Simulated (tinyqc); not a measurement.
# Inputs raised by 10 %, one at a time

Model: Keating valence-force model of a tetrahedral crystal. Computed by tinyqc, a small Python program. Command: `OMP_NUM_THREADS=1 python tinyqc.py 3027563 3027564 out.jsonl keating sens`. One thread of a shared host (Intel(R) Xeon(R) Processor @ 2.30GHz), about 0.2 s of CPU time with the checks.

Atom A sits at 0 and atom B at a/4 (1,1,1) of an fcc lattice; the four bonds from A are t = a/4 (1,1,1), a/4 (1,-1,-1), a/4 (-1,1,-1), a/4 (-1,-1,1), of length d = sqrt(3) a/4. Energy: E = (3 alpha/(8 d^2)) sum over bonds (r.r - d^2)^2 + (3 beta/(8 d^2)) sum over pairs of bonds at one atom (r_i.r_j + d^2/3)^2, with beta_A for the six pairs at A and beta_B for the six at B. The cell holds two atoms, Omega = a^3/4. 1 N/m = 1 J/m^2. With constants fitted to the elastic moduli this model puts optical and zone-boundary frequencies of real crystals too high, by up to about 20 % in elemental crystals and up to about 50 % in compounds, and mostly by more for TA modes; in compounds the lattice part of the static dielectric constant then comes out too low.

Inputs (values chosen for the exercise, modelled on gallium antimonide):
```
quantity                value      unit
lattice constant a      6.096  angstrom
mass M_A                69.72         u
mass M_B               121.76         u
bond stretching alpha    33.3       N/m
bond bending beta_A      6.96       N/m
bond bending beta_B      6.96       N/m
mesh divisions n            8         -
temperature T             150         K
```

Structure: zinc blende.

Constants: nu for 1 eV/(angstrom^2 u) = 15.6333042 THz; 1 eV/angstrom^2 = 16.02176634 J/m^2; h x 1 THz = 4.135667696 meV; k_B = 8.617333262e-05 eV/K.

Method:
- beta = (beta_A + beta_B)/2; C11 = (alpha + 3 beta)/a, C12 = (alpha - beta)/a, C44 = 4 alpha beta/(a (alpha + beta)); with the two sublattices clamped C44(0) = (alpha + beta)/a; internal-strain parameter zeta = (alpha - beta)/(alpha + beta); B = (C11 + 2 C12)/3.
- With displacements u exp(i q.r), each bracket changes by g.u, where g = (g_A, g_B): bond t, g = (-2 t, 2 t exp(i q.t)); pair (i, j) at A, g = (-(t_i + t_j), t_i exp(i q.t_j) + t_j exp(i q.t_i)); pair at B, g = (-t_i exp(-i q.t_j) - t_j exp(-i q.t_i), t_i + t_j). Then D_mn = sum over the 4 bonds and 12 pairs of (4 k/a^2) conj(g_m) g_n / sqrt(M_m M_n), with k = alpha or beta converted to eV/angstrom^2. Only the short-range forces enter; the Coulomb field of the charges is left out.
- An eigenvalue lambda of D in eV/(angstrom^2 u) gives nu = 15.6333042 THz x sqrt(lambda).
- Take the lowest frequency at X = (1, 0, 0) 2 pi/a, the transverse acoustic (TA) mode.
- Mesh: q = sum_i (m_i + 1/2)/n b_i, m_i = 0..n-1, with b = [[-1, 1, 1], [1, -1, 1], [1, 1, -1]] in 2 pi/a; sums over the six modes are averaged over the n^3 points and halved, per atom.
- With x = h nu/(k_B T) and n = 1/(exp(x) - 1) for each mode: F = k_B T [x/2 + ln(1 - exp(-x))], U = k_B T x (n + 1/2), S/k_B = x n - ln(1 - exp(-x)), C/k_B = x^2 n (n + 1).
- The acoustic share counts the three lowest modes at each q; zero-point energy = sum h nu/2.

Runs:
```
input moved                      from       to  C44 (GPa)  internal-strain parameter zeta  TA frequency at X (THz)  entropy S (k_B/atom)
base run                            -        -      37.77                          0.6542                    2.951                 2.305
lattice constant a (angstrom)   6.096   6.7056      34.34                          0.6542                    2.951                 2.305
mass M_A (u)                    69.72   76.692      37.77                          0.6542                    2.906                 2.359
mass M_B (u)                   121.76  133.936      37.77                          0.6542                    2.852                 2.366
bond stretching alpha (N/m)      33.3    36.63      38.38                          0.6807                    2.954                 2.246
bond bending beta_A (N/m)        6.96    7.656      39.32                          0.6401                    3.022                 2.277
temperature T (K)                 150      165      37.77                          0.6542                    2.951                 2.538
```

Exponents ln(y'/y) / ln(x'/x):
```
input                     C44  internal-strain parameter zeta  TA frequency at X  entropy S
lattice constant a     -1.000                           0.000              0.000      0.000
mass M_A                0.000                           0.000             -0.158      0.244
mass M_B                0.000                           0.000             -0.356      0.275
bond stretching alpha   0.166                           0.415              0.011     -0.271
bond bending beta_A     0.422                          -0.230              0.250     -0.129
temperature T           0.000                           0.000              0.000      1.009
```

Which inputs matter most for each result?

Among the inputs moved here: C44 answers most in size to lattice constant a (exponent -1.000), next to bond bending beta_A (+0.422); its exponent is below 0.0005 for mass M_A, mass M_B, temperature T. Its exponent -1.000 in lattice constant a: at fixed alpha and beta every C scales as 1/a. Internal-strain parameter zeta answers most in size to bond stretching alpha (exponent +0.415), next to bond bending beta_A (-0.230); its exponent is below 0.0005 for lattice constant a, mass M_A, mass M_B, temperature T. TA frequency at X answers most in size to mass M_B (exponent -0.356), next to bond bending beta_A (+0.250); its exponent is below 0.0005 for lattice constant a, temperature T. entropy S answers most in size to temperature T (exponent +1.009), next to mass M_B (+0.275); its exponent is below 0.0005 for lattice constant a.
